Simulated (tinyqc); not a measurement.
Changing the acceptor density N_A: charge neutrality of a doped semiconductor with incomplete ionisation. Computed by tinyqc, a small Python program. Command: `OMP_NUM_THREADS=1 python tinyqc.py 3003783 3003784 out.jsonl dopant sweep`. One thread of a shared host (Intel(R) Xeon(R) Processor @ 2.30GHz), about 0.05 s of CPU time with the checks.

Energies are counted from the top of the valence band; E_D is measured down from the conduction band and E_A up from the valence band.

Inputs (values chosen for the exercise, modelled on InAs):
```
quantity,value,unit
gap at 0 K E_g0,0.411,eV
Varshni alpha,0.00028,eV/K
Varshni beta,96.4,K
electron mass m_e,0.0264,m_0
valleys M_c,1,-
hole mass m_h,0.409,m_0
acceptor depth E_A,0.0192,eV
acceptor degeneracy g_A,4,-
static dielectric constant eps_s,15.2,-
temperature T,40,K
iteration cap,60,-
```

Doping: p-type. Statistics of the bands: Fermi-Dirac. Solver: bisection. Start of Newton steps: 0.25 eV inside the majority band.

Constants: m_0 = 9.1093837015e-31 kg; k_B = 1.380649e-23 J/K; h = 6.62607015e-34 J s; k_B = 8.617333262e-05 eV/K.

Method:
- E_g = E_g0 - alpha T^2/(T + beta).
- N_c = 2 M_c (2 pi m_e k_B T/h^2)^(3/2) and N_v = 2 (2 pi m_h k_B T/h^2)^(3/2), masses in units of m_0.
- n_i = sqrt(N_c N_v) exp(-E_g/(2 k_B T)); E_i = E_g/2 + (k_B T/2) ln(N_v/N_c).
- n = N_c F_1/2((E_F - E_g)/k_B T), p = N_v F_1/2(-E_F/k_B T).
- F_1/2(eta) = (2/sqrt(pi)) int_0^infinity sqrt(x)/(1 + exp(x - eta)) dx, by the trapezoid rule in t = sqrt(x) with step 0.02 up to t = 12 (for eta < -12 by exp(eta) - exp(2 eta)/2^(3/2)).
- N_A- = N_A/(1 + g_A exp((E_A - E_F)/k_B T)).
- Neutrality: p + N_D+ = n + N_A-; the log ratio is ln[(p + N_D+)/(n + N_A-)].
- Bisection of the log ratio between E = -0.3 and E_g + 0.3 eV; stop when |log ratio| < 1e-9.

One run for each value:
```
acceptor density N_A (cm^-3),majority density p (cm^-3),ionised share of the acceptors,distance of E_F from the majority band edge (eV),minority density n (cm^-3)
1.80e+14,1.2700e+14,0.70556,0.026991,5.6258e-33
5.70e+14,2.9124e+14,0.51095,0.024129,2.4528e-33
5.70e+15,1.1731e+15,0.20580,0.019324,6.0837e-34
1.80e+16,2.1909e+15,0.12172,0.017166,3.2536e-34
5.70e+16,4.0073e+15,0.07030,0.015078,1.7753e-34
1.80e+17,7.2229e+15,0.04013,0.013035,9.8145e-35
5.70e+17,1.2929e+16,0.02268,0.011007,5.4486e-35
1.80e+18,2.2964e+16,0.01276,0.008988,3.0338e-35
```

Give the missing row, acceptor density N_A (cm^-3) = 1.80e+15.

Computed row; columns: (1) acceptor density N_A (cm^-3); (2) majority density p (cm^-3); (3) ionised share of the acceptors; (4) distance of E_F from the majority band edge (eV); (5) minority density n (cm^-3):
```
(1)              (2)      (3)       (4)         (5)
1.80e+15  6.0332e+14  0.33518  0.021618  1.1836e-33
```

Interpolating between the two neighbouring rows (the first column on a logarithmic scale, the others too where they are positive) misses most in minority density n (cm^-3), by 3.3 %. Over the rows, majority density p (cm^-3) rises from 1.27e14 to 2.30e16 (exponent d ln y / d ln x 0.72 between the first rows and 0.50 between the last); ionised share of the acceptors falls from 0.706 to 0.0128 (exponent d ln y / d ln x -0.28 between the first rows and -0.50 between the last); distance of E_F from the majority band edge (eV) falls from 0.0270 to 0.00899 (exponent d ln y / d ln x -0.097 between the first rows and -0.18 between the last). At the high end the exponent of majority density p is 0.50, close to 0.50: the exponent of weak ionisation without compensation, p = sqrt(p1 N_A). The ionised share drops below one half once E_F falls below E_A + k_B T ln g_A, between 5.70e14 and 1.80e15 cm^-3.

Caution (rows 5.70e17, 1.80e18): N^(1/3) a is above 0.2 for the radius a = e^2/(8 pi eps_0 eps_s E) of the dopant: near the Mott value, 0.26, the level broadens, and above it the level has merged with the band and all dopants are ionised, so such results of a fixed depth are only formal.

Extremes, crossings and ranges named in words are read from the listed rows.
